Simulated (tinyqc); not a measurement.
Gupta-type many-body potential for a metal: one step, computed by the program tinyqc.

E_i = sum_j A exp(-p (r_ij/r0 - 1)) - xi rho_i^gamma, with rho_i = sum_j exp(-2 q (r_ij/r0 - 1)); gamma = 1/2 is the tight-binding second-moment form. The crystal is fcc unless stated; d is the neighbour distance and a fixed number of shells is kept.

Task: Unrelaxed vacancy. Each neighbour j of the vacancy loses one repulsive term and one density term: E_v = sum_shells count x {-repulsion - xi [(rho - density)^gamma - rho^gamma]}. (The removed atom returns to a bulk-like site, so its own energy cancels.)

Inputs (values chosen for the exercise, modelled on nickel): hopping xi = 1.1 eV; embedding exponent gamma = 0.5.

Shells:
```
shell  count  r (angstrom)  repulsion (eV)    density
1         12      2.503479    3.324462e-02  0.9881475
2          6      3.540454    2.807111e-05  0.3668911
3         24      4.336153    1.230012e-07  0.1715411
```

density rho = 18.17610

repulsive energy = 0.3991069 eV

Give: vacancy energy E_v; ratio E_v/E_c, E_c = xi rho^gamma less the repulsive energy.

Result:

vacancy energy E_v = 1.970 eV

ratio E_v/E_c, E_c = xi rho^gamma less the repulsive energy = 0.4591

A pair potential gives E_v = E_c; here the ratio is 0.46, as the remaining bonds of the neighbours strengthen when one is lost.
